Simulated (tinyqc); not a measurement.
# Image-sensor pixel with a pinned photodiode, signal and noise: effect of the absorption coefficient

A buried n layer between a heavily doped p+ surface layer and a p layer is emptied into a floating diffusion, read through a source follower with correlated double sampling (reset noise cancelled). One-dimensional abrupt junctions; no blooming, lag or crosstalk.

With k = 1 + Nn/Np, the two depletion regions meet at depth x = a sqrt(k)/(1 + sqrt(k)) from the p+ side; pinning voltage Vp = q Nn x^2/(2 eps0 eps_r) - Vb. Electrons in the diode at zero bias: Nn A [a - x0 (1 + 1/sqrt(k))], x0 = sqrt(2 eps0 eps_r Vb/(q Nn)). Floating-diffusion limit Cf dV/q; full well FW is the smaller of the two; conversion gain CG = q As/Cf; read noise in electrons vn/CG. QE = (1 - Rf)[exp(-al x1) - exp(-al x2)]. ni = sqrt(Nc Nv) exp(-Eg/(2 Vt)), Eg in volts; dark rates ni Wd A/tg (generation) and Jd ni^2 A (diffusion). Signal S = QE Ph; variance = S + dark rate x ti + (vn/CG)^2 + (pr S)^2; SNR = 20 log10(S/noise); dynamic range 20 log10(FW/noise at S = 0).

Inputs (values chosen for the exercise); material values close to those of silicon:
- T = 333 K (temperature)
- Eg = 1.11 eV (band gap)
- eps_r = 11.7 (relative permittivity of the semiconductor)
- Nc = 3.25e19 cm^-3 (conduction-band density of states at T)
- Nv = 3.04e19 cm^-3 (valence-band density of states at T)
- A = 2.1 um^2 (photodiode area)
- Nn = 4.3e16 cm^-3 (doping of the buried n layer)
- a = 380 nm (thickness of that layer)
- Np = 1.7e16 cm^-3 (doping of the p layer below)
- Vb = 0.8 V (built-in voltage)
- Cf = 1.2 fF (floating-diffusion capacitance)
- dV = 0.6 V (usable swing of the floating diffusion)
- As = 0.81 (source-follower gain)
- vn = 240 uV (read noise at the output)
- Rf = 0.06 (optical loss before the silicon)
- x1 = 0.08 um (dead layer)
- x2 = 2.5 um (depth of collection)
- tg = 0.0025 s (generation lifetime)
- Wd = 1.6 um (depleted depth)
- Jd = 1.9e6 x 1e-20 cm^4/s (diffusion dark flux per ni^2)
- pr = 0.5 % (gain non-uniformity)
- ti = 5 ms (exposure)
- Ph = 3500 (photons on the photodiode per exposure)

Constants: q = 1.602176634e-19 C, kB = 1.380649e-23 J/K, Vt = kB T/q, eps0 = 8.8541878128e-14 F/cm where lengths are in cm. Results are converted to the units shown.

The same in every row: Vp (V) = 1.2450; FW (electrons) = 4493.9; read noise (electrons) = 2.2192; dark rate (electrons/s) = 174.58; dynamic range (dB) = 65.420.

Results:
```
al (1/um)        QE  SNR (dB)
0.01       0.022457    18.637
0.027      0.059328    23.032
0.074       0.15321    27.190
0.2         0.35494    30.790
0.55        0.66187    33.394
1.5         0.81160    34.228
11          0.38990    31.187
30         0.085275    24.634
```

Estimate the missing row, al = 4.1 1/um.

Computed row:
```
al (1/um)       QE  SNR (dB)
4.1        0.67711    33.487
```

With this row back in the table: As al goes from 0.01 to 30 1/um, the SNR goes from 18.6 through a maximum of 34.2 (at al = 1.5 1/um among the rows listed) to 24.6 dB and the dynamic range stays at 65.4 dB. QE goes from 0.0225 through a maximum of 0.812 (at al = 1.5 1/um among the rows listed) to 0.0853: weakly absorbed light passes through, strongly absorbed light dies in the dead layer.

Computed by the program tinyqc: `OMP_NUM_THREADS=1 python tinyqc.py 2630110 2630111 out.jsonl`, one thread of a shared Intel Xeon 2.30GHz, about 0.01 s for the whole run.
